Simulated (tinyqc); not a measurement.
# Changing the time t

Model: equilibrium crystal shape, supported particles, Gibbs-Thomson effect and coarsening. Computed by tinyqc, a small Python program. Command: `OMP_NUM_THREADS=1 python tinyqc.py 3016048 3016049 out.jsonl wulff sweep`. One thread of a shared host (Intel(R) Xeon(R) Processor @ 2.30GHz), about 0.1 s of CPU time with the checks.

A cubic crystal bounded by {100}, {110} and {111} facets only.

Inputs (values chosen for the exercise, for a model metal): lattice constant a = 3.71 angstrom; first-neighbour bond energy e1 = 0.421 eV; second-neighbour bond energy e2 = 0.11 eV; temperature T = 600 K; precipitate interface energy gamma_i = 0.36 J/m^2; solubility x_inf at a flat interface = 3.2e-05; diffusivity D = 3.7e-16 m^2/s; mean radius at the start r0 = 15 nm.

Surface energies: broken bonds, bcc.

Constants: 1 eV/angstrom^2 = 16.02176634 J/m^2; k_B = 1.380649e-23 J/K.

Method. A cut with normal n breaks sum_R |R.n|/(2 Omega) bonds per area (R over all neighbours of a shell) and makes two surfaces: gamma = sum over shells e_s sum_R |R.n|/(4 Omega). bcc: 8 neighbours a/2 (1,1,1), 6 at a (1,0,0), Omega = a^3/2. Spherical precipitates of nearly pure solute with atomic volume Omega: x(r) = x_inf exp(l/r), l = 2 gamma_i Omega/(k_B T). Diffusion-limited coarsening at small volume fraction (Lifshitz-Slyozov-Wagner): r^3 = r0^3 + K t, K = (4/9) D x_inf l; the number density falls as (r0/r)^3. The steady size distribution is assumed from the start, and D and x_inf are inputs that do not follow T.

One run for each value:
```
time t (s)  mean radius at t (nm)  number density over its start
9.60e+03                    15.16                     9.6785e-01
4.00e+04                    15.66                     8.7842e-01
1.70e+05                    17.50                     6.2964e-01
6.90e+05                    22.53                     2.9521e-01
2.90e+06                    33.39                     9.0627e-02
1.20e+07                    52.36                     2.3518e-02
5.00e+07                    83.74                     5.7470e-03
2.10e+08                   134.91                     1.3744e-03
8.70e+08                   216.61                     3.3209e-04
```

What does the table show, and why?

Over the rows, mean radius at t (nm) rises from 15.2 to 217 (exponent d ln y / d ln x 0.023 between the first rows and 0.33 between the last); number density over its start falls from 0.968 to 3.32e-4 (exponent d ln y / d ln x -0.068 between the first rows and -1.00 between the last). At the high end the exponent of mean radius at t is 0.33, close to 0.33: the cube-root law of coarsening. At the low end the exponent of mean radius at t is 0.02, close to 0: K t is still small against r0^3. At the high end the exponent of number density over its start is -1.00, close to -1: at fixed volume fraction the number goes as 1/r^3.
